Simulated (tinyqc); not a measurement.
Limits against temperature: thermal and gravitational stress in a wafer during furnace and rapid thermal processing, and the onset of slip. Computed by tinyqc, a small Python program. Command: `OMP_NUM_THREADS=1 python tinyqc.py 3027195 3027196 out.jsonl slip walk`. One thread of a shared host (Intel(R) Xeon(R) Processor @ 2.30GHz), about 0.01 s of CPU time with the checks.

A thin free disc in plane stress, isotropic; T(r) = T_centre + dT (r/R)^n. Stress is positive in tension; sigma_SB = 5.670374419e-8 W/(m^2 K^4), g = 9.80665 m/s^2.

Inputs (values chosen for the exercise, modelled on silicon):
```
quantity,value,unit
wafer radius R,75,mm
thickness t,675,micrometre
Young's modulus E,138,GPa
expansion alpha,4.21,1e-6/K
prefactor A of the critical stress,0.00018,MPa
energy U of the critical stress,1.05,eV
density rho,2330,kg/m^3
heat capacity c,968,J/(kg K)
conductivity k,26,W/(m K)
wafer spacing s,8.6,mm
```

Constants: k_B = 8.617333262e-05 eV/K.

Method. Critical resolved stress tau_c = A exp(U/(k_B T)), a form chosen for the exercise; slip when 0.492799 |s_tt(R)| > tau_c; allowed |dT| = tau_c (n + 2)/(0.492799 n alpha E). In a stack heated from the rim, heat flows inward by conduction and by radiation between wafers: k_eff = k + (16/3) sigma_SB T^3 s^2/t (a diffusion estimate with the spacing as path length). A steady ramp gives the parabolic lag dT = rho c (ramp) R^2/(4 k_eff); the allowed ramp uses n = 2.

For the parabolic profile:
```
T (K),tau_c (MPa),allowed |dT| (K),k_eff (W/(m K)),allowed ramp (K/min)
1050,19.727,137.80,64.36,167.77
1125,9.101,63.57,73.18,88.01
1200,4.625,32.31,83.26,50.88
1275,2.545,17.78,94.68,31.84
1350,1.497,10.45,107.53,21.27
1425,0.931,6.50,121.88,14.99
1500,0.607,4.24,137.83,11.05
```

From 1050 to 1500 K the allowed difference falls 33 times and the allowed ramp 15 times; radiation, which grows as T^3, gives back a factor 2.14. Ramps must slow as the wafer gets hotter.
